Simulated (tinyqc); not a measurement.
Tunnelling through a thin dielectric with one trap, as a tight-binding chain, step by step. Values are carried at full precision from step to step, so a last printed digit may differ when a step is redone from the rounded ones.

Hopping -t everywhere, t = c/(m a^2), c = hbar^2/2m0; lead sites at 2t (band bottom 0), barrier sites 1 to N at 2t + phi, and site j has U besides. No voltage. Leads give S = -t exp(ika) on sites 1 and N, cos(ka) = 1 - E/(2t). T = (2 t sin(ka))^2 |G_1N|^2, G = (E - H - S)^-1. In the barrier cosh(q a) = 1 + (phi - E)/(2t).

Constants: hbar^2/2m0 = 3.80998211 eV angstrom^2; hbar = 6.58211957e-16 eV s.

Values chosen for the exercise (barrier and mass of the size used for SiO2 on silicon; not measured data):

| symbol | value | unit | meaning |
|---|---|---|---|
| a | 3 | angstrom | site spacing |
| m | 0.4 | m0 | mass, the same in leads and barrier |
| phi | 3.1 | eV | conduction edge of the barrier above that of the leads |
| U | -3.04 | eV | extra energy on the trap site |
| E | 1.66 | eV | electron energy |
| N | 7 |  | barrier sites |
| j | 3 |  | site of the trap |

## Scales

Form t, ka, q a, and the level of the trap in an endless barrier, Eb = phi + 2t - sqrt(4 t^2 + U^2).

t = 1.05833 eV
ka = 1.353342 rad
q a = 1.10879
Eb = 1.5124 eV

## The matrix E - H - S

Fill it in.

E - H - S (eV):
```
                   1         2         3         4         5
1  -3.32833+1.03340i   1.05833   0.00000   0.00000   0.00000
2            1.05833  -3.55666   1.05833   0.00000   0.00000
3            0.00000   1.05833  -0.51666   1.05833   0.00000
4            0.00000   0.00000   1.05833  -3.55666   1.05833
5            0.00000   0.00000   0.00000   1.05833  -3.55666
6            0.00000   0.00000   0.00000   0.00000   1.05833
7            0.00000   0.00000   0.00000   0.00000   0.00000

          6                  7
1   0.00000            0.00000
2   0.00000            0.00000
3   0.00000            0.00000
4   0.00000            0.00000
5   1.05833            0.00000
6  -3.55666            1.05833
7   1.05833  -3.32833+1.03340i
```

## Transmission

Invert the matrix; T = (2 t sin(ka))^2 |G_1N|^2.

first row of G (1/eV): -0.2515-0.07054i  0.08508+0.02372i  0.5374+0.1503i  0.1773+0.04964i  0.05835+0.01654i  0.01883+0.005938i  0.004926+0.003418i

T = 0.0001536

Without the trap T is 5.88e-07: the trap changes it by a factor 261 at this energy.

## The resonance

Resonance: the lowest eigenvalue of H + S(E), iterated until its real part equals E (40 rounds from Eb = phi + 2t - sqrt(4t^2 + U^2), the level in an endless barrier). With v the normalised squared amplitudes of that state, Gamma_L = 2 t sin(ka) v_1, Gamma_R = 2 t sin(ka) v_N; Breit-Wigner T = Gamma_L Gamma_R/((E - Er)^2 + (Gamma_L + Gamma_R)^2/4).

Find Er, the two widths, the peak height 4 Gamma_L Gamma_R/(Gamma_L + Gamma_R)^2 and the escape time hbar/(Gamma_L + Gamma_R).

Er = 1.5149 eV

widths (meV): left 14.41, right 0.1400

peak height = 0.03812
escape time = 45.2 fs

squared amplitudes: 0.0071  0.0798  0.8231  0.0812  0.0080  0.0008  0.0001

The nearby leads move the level 2.6 meV above its value in an endless barrier. The trap is closer to the left lead, which takes 99.0 % of the escapes.

## Checks

- T at Er from the chain against the Breit-Wigner peak: both 0.0381.
- T without trap against the closed form for a lattice barrier: both 5.879e-07.

Program tinyqc; command `OMP_NUM_THREADS=1 python tinyqc.py 1482616 1482617 out.jsonl`; about 0.04 s on one thread of a shared Intel(R) Xeon(R) Processor @ 2.30GHz.
